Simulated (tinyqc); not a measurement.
Bandgap voltage reference from two bipolar transistors: one step of the calculation.

Two transistors of area 1 and N carry the same current I. Is(T) = Is (T/T0)^eta exp[(Vg0 q/kB)(1/T0 - 1/T)], VBE1 = Vt ln(I/Is(T)) + I rb, VBE2 = Vt ln(I/(N Is(T))) + I rb/N. The amplifier forces I R1(T) = VBE1 - VBE2 + Vos, with R(T) = R (1 + tc (T - T0)) for both resistors, and the output is Vref = VBE1 + I R2(T). Base currents and the Early effect are neglected.

Task. Operating point at the reference temperature. Vt = kB T/q; I = (Vt ln N + Vos)/(R1(T) - rb (1 - 1/N)). Evaluate at T = T0.

Parameters, values chosen for the exercise; values of the order met in silicon bipolar transistors:
- T0 = 298 K (reference temperature)
- Vg0 = 1.192 V (band-gap voltage extrapolated to 0 K)
- eta = 3.5 (temperature exponent of the saturation current)
- Is = 4.2e-17 A (saturation current of the unit transistor at T0)
- N = 4 (area ratio of the second transistor)
- R1 = 14 kohm (resistor across which the difference of VBE falls, at T0)
- tc = 1200 ppm/K (temperature coefficient of both resistors)
- Vos = 0 mV (offset of the amplifier)
- rb = 0 ohm (series resistance of the unit transistor)
- R2 = 234.6 kohm (output resistor at T0)

Constants: q = 1.602176634e-19 C, kB = 1.380649e-23 J/K. Results are converted to the units shown.

Give: Vt; I; Is(T); VBE1; I R2; Vref.

Result.

Vt = 0.025680 V
I = 2.5428 uA
Is(T) = 4.2000e-17 A
VBE1 = 0.63754 V
I R2 = 0.59655 V
Vref = 1.2341 V

Program tinyqc, `OMP_NUM_THREADS=1 python tinyqc.py 2062019 2062020 out.jsonl`; Intel Xeon 2.30GHz, shared host, one thread, about 0.02 s.
